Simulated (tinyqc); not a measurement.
Reset of a mushroom phase-change cell, hemispherical electro-thermal model: one step of the calculation.

Current spreads from a hemispherical contact of radius r0 into a large dome with constant rho and ka: j = I/(2 pi r^2). With s = r0/r the steady rise is T - T0 = c (b s - s^2), c = I^2 rho/(8 pi^2 ka r0^2). The heat lost through the heater, (T(r0) - T0)/Rh, fixes b = (2 + g)/(1 + g), g = 1/(2 pi ka r0 Rh).

Problem. Temperature profile and molten shell. The peak lies at s = b/2 with the rise c b^2/4; melting starts at the current where that equals Tm - T0, and the molten shell spans the roots of s^2 - b s + (Tm - T0)/c = 0 (s at most 1). Electrical resistance rho/(2 pi r0).

Inputs (values chosen for the exercise); values of the order of Ge-Sb-Te and related chalcogenides: ambient temperature T0 = 300 K; melting point Tm = 871 K; radius of the heater contact r0 = 40 nm; resistivity of the hot chalcogenide rho = 7.3 mohm cm; its thermal conductivity ka = 1.26 W/(m K); thermal resistance of the path through the heater Rh = 10 K/uW; reset current I = 1600 uA.

r, point 0 to 7 (nm): 40  46  54  64  80  104  140  200
b = 1.7600034

Wanted: c; T; peak T; inner radius of the melt; outer radius of the melt.

Solution.

c = 1174 K
T, point 0 to 7 (K): 1192  1209  1186  1133  1040  921.1  794.5  666.3
peak T = 1209 K
inner radius of the melt = 40.00 nm
outer radius of the melt = 116.5 nm

The melt reaches the contact.

Range of the model: Constant properties, no latent heat, thermoelectric terms, boundary resistance or heating in the heater itself.

tinyqc, about 0.01 s, one thread, Intel Xeon 2.30GHz (shared host): `OMP_NUM_THREADS=1 python tinyqc.py 2490121 2490122 out.jsonl`
